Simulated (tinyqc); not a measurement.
Electrons shared among three sets of ellipsoidal valleys: sweeps and comparisons. A value that a table varies takes the place of the one given here.

F_j(eta) = (1/Gamma(j + 1)) integral_0^infinity x^j dx/(1 + exp(x - eta)), which tends to exp(eta) for eta << 0.

Sets X, L, Gamma: N_i = M_i times N = 2 (m kB T/(4 pi c))^(3/2) with c = hbar^2/2m0, in 1/angstrom^3; times 1e24 for 1/cm^3, m = (ml mt^2)^(1/3); n = sum_i N_i F_1/2((EF - dE_i)/kT), energies from the edge of the first set; mu_drift = sum of share times mobility.

Constants: hbar^2/2m0 = 3.80998211 eV angstrom^2; kB = 8.617333262e-05 eV/K.

Values chosen for the exercise (masses and offsets near those of GaP; mobilities are free inputs, held fixed; shifted at random, so the results belong to these values and not to a real crystal):

| symbol | value | unit | meaning |
|---|---|---|---|
| dE | (0, 0.307, 0.483) | eV | edges of X, L, Gamma above the first |
| M | (3, 4, 1) |  | valleys in each set |
| ml | (1.937, 1.176, 0.133) | m0 | longitudinal masses of X, L, Gamma |
| mt | (0.2409, 0.1549, 0.133) | m0 | transverse masses |
| mu | (220, 320, 1500) | cm^2/(V s) | mobility of each set |
| n | 1.3e+19 | 1/cm^3 | total electron density |
| T | 400 | K |  |

## Transfer between valleys with temperature

Offsets, masses and mobilities are held fixed; n is fixed too, so the high values of T stand for hot electrons, not for the lattice.

Populations:

| T (K) | EF (eV) | share X | share L | share Gamma | mu_drift |
|---|---|---|---|---|---|
| 77 | 0.0180 | 1.0000 | 0.0000 | 0.0000 | 220 |
| 150 | 0.0114 | 1.0000 | 0.0000 | 0.0000 | 220 |
| 300 | -0.0125 | 1.0000 | 0.0000 | 0.0000 | 220 |
| 450 | -0.0455 | 0.9997 | 0.0003 | 0.0000 | 220 |
| 600 | -0.0848 | 0.9981 | 0.0019 | 0.0000 | 220 |
| 900 | -0.1776 | 0.9869 | 0.0130 | 0.0001 | 221 |
| 1200 | -0.2850 | 0.9657 | 0.0338 | 0.0004 | 224 |
| 2000 | -0.6221 | 0.8958 | 0.1016 | 0.0026 | 234 |

The share of X goes from 1.000 to 0.896 and the mean mobility from 220 to 234 cm^2/(V s). X holds more than L throughout. The share of Gamma is at most 0.0026.

## Transfer between valleys with doping

Parabolic valleys; band tails and gap narrowing are left out.

Populations:

| n (1/cm^3) | EF (eV) | share X | share L | share Gamma | mu_drift |
|---|---|---|---|---|---|
| 1.0e+16 | -0.2849 | 0.9999 | 0.0001 | 0.0000 | 220 |
| 1.0e+17 | -0.2055 | 0.9999 | 0.0001 | 0.0000 | 220 |
| 1.0e+18 | -0.1258 | 0.9999 | 0.0001 | 0.0000 | 220 |
| 3.0e+18 | -0.0874 | 0.9999 | 0.0001 | 0.0000 | 220 |
| 1.0e+19 | -0.0437 | 0.9999 | 0.0001 | 0.0000 | 220 |
| 3.0e+19 | 0.0004 | 0.9999 | 0.0001 | 0.0000 | 220 |
| 1.0e+20 | 0.0629 | 0.9998 | 0.0002 | 0.0000 | 220 |

The share of X stays near 1.000, so the mean mobility hardly moves. X holds more than L throughout. The share of Gamma is at most 9.5e-08.

## Moving the second set by strain or alloying

The second entry of dE is replaced by the values listed; a negative value puts that set lowest.

Populations:

| offset (eV) | EF (eV) | share X | share L | share Gamma | mu_drift |
|---|---|---|---|---|---|
| -0.100 | -0.1215 | 0.0873 | 0.9127 | 0.0000 | 311 |
| -0.050 | -0.0807 | 0.2783 | 0.7217 | 0.0000 | 292 |
| 0.000 | -0.0529 | 0.5995 | 0.4005 | 0.0000 | 260 |
| 0.025 | -0.0447 | 0.7475 | 0.2525 | 0.0000 | 245 |
| 0.050 | -0.0396 | 0.8555 | 0.1445 | 0.0000 | 234 |
| 0.100 | -0.0352 | 0.9608 | 0.0392 | 0.0000 | 224 |
| 0.150 | -0.0341 | 0.9904 | 0.0096 | 0.0000 | 221 |
| 0.200 | -0.0338 | 0.9977 | 0.0023 | 0.0000 | 220 |
| 0.300 | -0.0337 | 0.9999 | 0.0001 | 0.0000 | 220 |

The share of X goes from 0.087 to 1.000 and the mean mobility from 311 to 220 cm^2/(V s). X and L hold equal numbers between offset = -0.05 and 0 eV. The share of Gamma is at most 4.5e-08. With Boltzmann statistics the first two sets are equal at kT ln(N_2/N_1) = -0.0139 eV.

## What moves the populations

All else solved anew. Each row changes one parameter from the base and keeps the others.

Results:

| case | EF (eV) | share X | share L | share Gamma | mu_drift (cm^2/(V s)) |
|---|---|---|---|---|---|
| base | -0.0337 | 0.9999 | 0.0001 | 0.0000 | 220 |
| T = 450 K | -0.0455 | 0.9997 | 0.0003 | 0.0000 | 220 |
| n = 3.9e+19 1/cm^3 | 0.0122 | 0.9999 | 0.0001 | 0.0000 | 220 |
| dE = (0, 0.2456, 0.483) eV | -0.0337 | 0.9994 | 0.0006 | 0.0000 | 220 |
| mt = (0.2409, 0.1859, 0.133) m0 | -0.0337 | 0.9999 | 0.0001 | 0.0000 | 220 |
| ml = (1.937, 1.4112, 0.133) m0 | -0.0337 | 0.9999 | 0.0001 | 0.0000 | 220 |
| mu = (264, 320, 1500) cm^2/(V s) | -0.0337 | 0.9999 | 0.0001 | 0.0000 | 264 |

The largest shifts from the base row, up to three for each result and ties (the steps differ in size, so this ranks the rows, not the parameters). EF (eV): n +0.0459, T -0.0118; unchanged at the printed digits by dE, mt, ml and mu. share X: dE -0.0005, T -0.0002; unchanged at the printed digits by n, mt, ml and mu. share L: dE +0.0005, T +0.0002; unchanged at the printed digits by n, mt, ml and mu. share Gamma: unchanged at the printed digits by T, n, dE, mt, ml and mu. mu_drift (cm^2/(V s)): mu +44; unchanged at the printed digits by T, n, dE, mt and ml.

(tinyqc, `OMP_NUM_THREADS=1 python tinyqc.py 1650462 1650463 out.jsonl`, Intel(R) Xeon(R) Processor @ 2.30GHz, 1 thread, shared host, about 0.01 s.)
